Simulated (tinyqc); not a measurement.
# Gate work function from the charge

Question. For an undoped double gate, Q = 8 eps0 eps_r Vt beta tan(beta)/ts with 0 < beta < pi/2, and at the source (Vg - dphi)/(2 Vt) - ln[(2/ts) sqrt(2 eps0 eps_r Vt/(q ni))] = ln(beta) - ln(cos beta) + 2 r beta tan(beta), r = eps_r tox/(eox ts). Find beta and dphi.

Parameters, values chosen for the exercise; material values those of a made-up semiconductor:
```
symbol,value,unit,meaning
T,300,K,temperature
eps_r,9.72,,relative permittivity of the semiconductor
eox,3.92,,relative permittivity of the gate insulator
tox,0.88,nm,insulator thickness
ts,5,nm,body thickness
Vg,1.41,V,gate voltage
```

Constants: q = 1.602176634e-19 C, kB = 1.380649e-23 J/K, Vt = kB T/q, eps0 = 8.8541878128e-14 F/cm where lengths are in cm. Results are converted to the units shown.

Qs = 5064.1930 nC/cm^2
ni = 7.7359693e7 cm^-3

Solution. beta tan(beta) rises from 0 without bound on the interval, so the charge fixes beta; the second relation is then explicit in dphi. At this charge the surface density passes 0.3 Nc, so the classical Boltzmann model is only formal.

beta = 1.468
dphi = -0.01000 V

Computed by the program tinyqc: `OMP_NUM_THREADS=1 python tinyqc.py 2440153 2440154 out.jsonl`, one thread of a shared Intel Xeon 2.30GHz, about 0.03 s for the whole run.
